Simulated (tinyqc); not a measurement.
# Capacitance measurement on a leaky thin oxide: effects of series resistance and leakage: two studies

The device is a capacitance C in parallel with a leakage conductance G, in series with Rs and Ls. An impedance meter reports either a parallel pair (Cp, Gp) from Y = 1/Z = Gp + i w Cp or a series pair (Cs, Rm) from Z = Rm + 1/(i w Cs); w = 2 pi f, dissipation D = Gp/(w |Cp|).

Inputs (values chosen for the exercise); values of the order met in thin-oxide MOS capacitors: relative permittivity of the gate insulator (close to hafnium oxide) eox = 22.5; insulator thickness tox = 8.7 nm; gate area A = 400 um^2; oxide-equivalent thickness added by the accumulation layer zc = 0.32 nm; oxide-equivalent thickness added by gate depletion zp = 0.19 nm; gate leakage current density, not matched to the thickness Jg = 2 A/cm^2; voltage for an e-fold rise of the leakage Vs = 0.39 V; series resistance Rs = 150 ohm; series inductance Ls = 0 nH; measuring frequency f = 2e5 Hz.

Constants: eps0 = 8.8541878128e-14 F/cm where lengths are in cm. Results are converted to the units shown.

Each table varies one quantity; the others keep the values above.

## Readings against frequency

EOT = 3.9 tox/eox; CET = EOT + zc + zp; C = 3.9 eps0 A/CET; G = Jg A/Vs. Z = Rs + i w Ls + 1/(G + i w C); CET read from Cp = 3.9 eps0 A/Cp; errors under 0.001 % are printed as 0.

The same in every row: C (pF) = 6.8447.

Result of one run:
```
f (Hz)  Cp (pF)  Cs (pF)       D  error of Cp (%)  error of Cs (%)  CET read from Cp (nm)
3e5      6.8027   24.147  1.5967           -0.613              253                 2.0304
```

What becomes of these results when the measuring frequency f is changed from 3e5 to 3000 Hz, all else the same?

Result of the changed run:
```
f (Hz)  Cp (pF)   Cs (pF)       D  error of Cp (%)  error of Cs (%)  CET read from Cp (nm)
3000     6.8027  1.7303e5  159.48           -0.613           2.53e6                 2.0304
```

The whole series:
```
f (Hz)  Cp (pF)   Cs (pF)        D  error of Cp (%)  error of Cs (%)  CET read from Cp (nm)
1000     6.8027  1.5572e6   478.44           -0.613           2.28e7                 2.0304
3000     6.8027  1.7303e5   159.48           -0.613           2.53e6                 2.0304
10000    6.8027     15579   47.844           -0.613           2.28e5                 2.0304
30000    6.8027    1737.0   15.948           -0.613           2.53e4                 2.0304
1e5      6.8027    162.56   4.7850           -0.613             2280                 2.0304
3e5      6.8027    24.147   1.5967           -0.613              253                 2.0304
1e6      6.8025    8.4018  0.48489           -0.617             22.8                 2.0305
3e6      6.8002    7.0177  0.17883           -0.650             2.53                 2.0312
1e7      6.7747    6.8602  0.11235            -1.02            0.228                 2.0388
3e7      6.5586    6.8464  0.20948            -4.18           0.0253                 2.1060
```

D goes from 478 through a minimum of 0.112 (at f = 1e7 Hz among the rows listed) to 0.209; without inductance its minimum lies at f = sqrt(G (1 + G Rs)/Rs)/(2 pi C) = 8.61e6 Hz. The error of Cp goes from -0.613 to -4.18 % and that of Cs from 2.28e7 to 0.0253 %; at low frequency Cp tends to C/(1 + G Rs)^2 and Cs grows as 1 + (G/(w C))^2. One of the two readings is within 2 % of C for f = 1000, 3000, 10000, 30000, 1e5, 3e5, 1e6, 3e6, 1e7, 3e7 Hz. For f = 1000, 3000, 10000, 30000, 1e5, 3e5 D exceeds 1, where the accuracy of real meters degrades in proportion to sqrt(1 + D^2).

## Effect of the series resistance

Same model as above.

The same in every row: C (pF) = 6.845; Cs (pF) = 45.77.

Effect of the series resistance:
```
Rs (ohm)  Cp (pF)      D  error of Cp (%)  error of Cs (%)  CET read from Cp (nm)
1           6.844  2.385         -4.10e-3              569                  2.018
3           6.844  2.385          -0.0123              569                  2.018
10          6.842  2.385          -0.0410              569                  2.019
30          6.836  2.387           -0.123              569                  2.020
100         6.817  2.391           -0.409              569                  2.026
300         6.761  2.402            -1.22              569                  2.043
1000        6.572  2.442            -3.99              569                  2.102
3000        6.070  2.557            -11.3              569                  2.275
```

Read the table: what changes, and by how much?

As Rs goes from 1 to 3000, the error of Cp goes from -0.00410 to -11.3 %, that of Cs from 569 to 569 %, and D rises from 2.38 to 2.56. The CET read from Cp goes from 2.02 to 2.28 nm against the true 2.02 nm. Rs does not enter the imaginary part of Z, so Cs does not depend on it. In every row D exceeds 1, where the accuracy of real meters degrades in proportion to sqrt(1 + D^2).

tinyqc, about 0.01 s, one thread, Intel Xeon 2.30GHz (shared host): `OMP_NUM_THREADS=1 python tinyqc.py 2022115 2022116 out.jsonl`
